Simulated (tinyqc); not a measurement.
Threshold of a short bulk MOSFET: charge sharing, barrier lowering, narrow width: two steps of the calculation.

n-channel device on a p-type body, depletion approximation, full ionisation. Uniform doping N = Na. Vbi from Boltzmann statistics is rough for the degenerate source. Cox = eps0 eox/tox.

Parameters, values chosen for the exercise; band and dielectric values close to those of silicon:
```
symbol    value   unit                                                                 meaning
T           300      K                                                             temperature
Eg         1.11     eV                                                                band gap
eps_r      11.9                                                          relative permittivity
Nc      2.79e19  cm^-3                                  conduction-band density of states at T
Nv      2.68e19  cm^-3                                     valence-band density of states at T
eox         7.4         relative permittivity of the gate insulator (close to silicon nitride)
tox         6.5     nm                                                     insulator thickness
Na       4.2e17  cm^-3                                                          channel doping
Nsd        1e20  cm^-3                                                 source and drain doping
Vfb       -0.83      V                                     flat-band voltage for the doping Na
xj          150     nm                                                          junction depth
Vbs           0      V                                                     body-source voltage
Vds         1.2      V                                                    drain-source voltage
W           410     nm                                                              gate width
xw            0                      shape factor of the fringing depletion at the width edges
L           170     nm                                                          channel length
```

Constants: q = 1.602176634e-19 C, kB = 1.380649e-23 J/K, Vt = kB T/q, eps0 = 8.8541878128e-14 F/cm where lengths are in cm. Results are converted to the units shown.

Question 1. Long-channel threshold and scales. ni = sqrt(Nc Nv) exp(-Eg/(2 Vt)), Eg in volts; 2 pB = 2 Vt ln(N/ni); flat band Vfb - Vt ln(N/Na); Wd = sqrt(2 eps0 eps_r (2 pB - Vbs)/(q N)); body term q N Wd/Cox; long-channel VT0 = flat band + 2 pB + body term; Vbi = Vt ln(N Nsd/ni^2); scale length l = sqrt((eps_r/eox) tox Wd).

Give: N; 2 pB; flat band; Wd; body term; VT0; Vbi; l.

Answer 1.

N = 4.2000e17 cm^-3
2 pB = 0.89408 V
flat band = -0.83000 V
Wd = 52.914 nm
body term = 0.35324 V
VT0 = 0.41732 V
Vbi = 1.0356 V
l = 23.518 nm

Question 2. Short-channel and narrow-width shifts. Charge sharing (trapezoid; it ignores Vds): F = (xj/L)(sqrt(1 + 2 Wd/xj) - 1), lowering = body term times F. Barrier lowering: th = exp(-L/(2 l)) + 2 exp(-L/l), lowering = th [2 (Vbi - 2 pB) + Vds], DIBL = th. Narrow width: rise = body term times xw Wd/W. VT by each model = VT0 - lowering + rise.

2 pB = 0.89408333 V
Wd = 52.914171 nm
body term = 0.35323570 V
VT0 = 0.41731903 V
Vbi = 1.0355628 V
l = 23.517995 nm

Find: F; lowering by charge sharing; th; lowering of the barrier; DIBL; narrow-width rise; VT, charge sharing; VT, barrier lowering.

Answer 2.

F = 0.2700
lowering by charge sharing = 95.36 mV
th = 0.02839
lowering of the barrier = 42.10 mV
DIBL = 28.39 mV/V
narrow-width rise = 0 mV
VT, charge sharing = 0.3220 V
VT, barrier lowering = 0.3752 V

L is 7.23 scale lengths. The charge-sharing lowering is 2.27 times the barrier lowering; the first falls off as 1/L and the second exponentially. Both describe the same loss of gate control, so they are alternatives and are not added.

tinyqc, about 0.01 s, one thread, Intel Xeon 2.30GHz (shared host): `OMP_NUM_THREADS=1 python tinyqc.py 2002154 2002155 out.jsonl`
